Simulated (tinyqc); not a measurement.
# Short-channel transistor, virtual-source model with series resistance, step by step

Program tinyqc, `OMP_NUM_THREADS=1 python tinyqc.py 2380161 2380162 out.jsonl`; Intel Xeon 2.30GHz, shared host, one thread, about 0.02 s. Printed values are rounded.

The current per gate width is the charge at the top of the source barrier (the virtual source) times its velocity times a saturation function; al and be are fitting constants of the model. Units: I in uA/um, Rs in ohm um, so I Rs = 1e-6 I Rs in volts; Q in uC/cm^2, so I = 1e-4 Q vx0 Fsat with vx0 in cm/s.

Inputs (values chosen for the exercise):
- T = 250 K (temperature)
- Cinv = 1.72 uF/cm^2 (inversion capacitance)
- vx0 = 1.76e7 cm/s (velocity at the virtual source)
- mu = 230 cm^2/(V s) (apparent mobility)
- L = 45 nm (channel length)
- VT0 = 0.282 V (threshold at zero drain voltage)
- dl = 0.06 V/V (drain-induced barrier lowering)
- n0 = 1.18 (subthreshold factor)
- nd = 0.1 1/V (growth of n with drain voltage)
- al = 3.5 (threshold shift (in units of Vt) from weak to strong inversion)
- be = 1.8 (sharpness of saturation)
- Rs = 70 ohm um (series resistance of each contact)
- Vgs = 0.5 V (gate voltage)
- Vds = 0.05 V (drain voltage)

Constants: q = 1.602176634e-19 C, kB = 1.380649e-23 J/K, Vt = kB T/q. Results are converted to the units shown.

## Iteration 1: current through the series resistance

I at the start = 0 uA/um

Intrinsic voltages Vg' = Vgs - I Rs, Vd' = Vds - 2 I Rs. n = n0 + nd Vd', VT = VT0 - dl Vd', Ff = 1/(1 + exp((Vg' - VT + al Vt/2)/(al Vt))), Q = Cinv n Vt ln(1 + exp((Vg' - VT + al Vt Ff)/(n Vt))), Vdsat = (vx0 L/mu)(1 - Ff) + Vt Ff, Fsat = u/(1 + u^be)^(1/be) with u = Vd'/Vdsat, and I(out) = Q vx0 Fsat per width. (Fsat takes the sign of u.) I(new) = I + 0.5 (I(out) - I).

Vg' = 0.5 V
Vd' = 0.05 V
VT = 0.279 V
Ff = 0.0313415
Q = 0.384192 uC/cm^2
Vdsat = 0.334231 V
Fsat = 0.146945
I(out) = 99.3609 uA/um
I after iteration 1 = 49.6804 uA/um

## Iteration 2: current through the series resistance

As before.

Vg' = 0.496522 V
Vd' = 0.0430447 V
VT = 0.279417 V
Ff = 0.0329483
Q = 0.377702 uC/cm^2
Vdsat = 0.333712 V
Fsat = 0.127226
I(out) = 84.5742 uA/um
I after iteration 2 = 67.1273 uA/um

## Course of the iteration: current through the series resistance

Stop when I changes by less than 1e-7 uA/um, or after 80 iterations.

Course of the iteration:
```
iteration  I (uA/um)  |change| (uA/um)
1            49.6804              49.7
2            67.1273              17.4
3            73.2865              6.16
4            75.4650              2.18
5            76.2361             0.771
6            76.5090             0.273
7            76.6057            0.0966
8            76.6399            0.0342
9            76.6520            0.0121
...              ...               ...
13           76.6586           1.90e-4
14           76.6586           6.74e-5
15           76.6587           2.39e-5
16           76.6587           8.45e-6
17           76.6587           2.99e-6
18           76.6587           1.06e-6
19           76.6587           3.75e-7
20           76.6587           1.33e-7
21           76.6587           4.70e-8
```

Converged in 21 iterations. At the end each change is about 0.35 times the one before: linear convergence.

## What the series resistance costs

converged I = 76.6587 uA/um
I0 = 99.3609 uA/um

Intrinsic voltages Vg' = Vgs - I Rs, Vd' = Vds - 2 I Rs. n = n0 + nd Vd', VT = VT0 - dl Vd', Ff = 1/(1 + exp((Vg' - VT + al Vt/2)/(al Vt))), Q = Cinv n Vt ln(1 + exp((Vg' - VT + al Vt Ff)/(n Vt))), Vdsat = (vx0 L/mu)(1 - Ff) + Vt Ff, Fsat = u/(1 + u^be)^(1/be) with u = Vd'/Vdsat, and I = Q vx0 Fsat per width. I0 is the current for Rs = 0. Effective velocity I/Q; transit time L Q/I.

loss against I0 = 22.8482 %
effective velocity = 2.04870e6 cm/s
transit time = 2.19651 ps

The carriers leave the virtual source at 11.6 % of vx0: Vd' is not large against Vdsat.
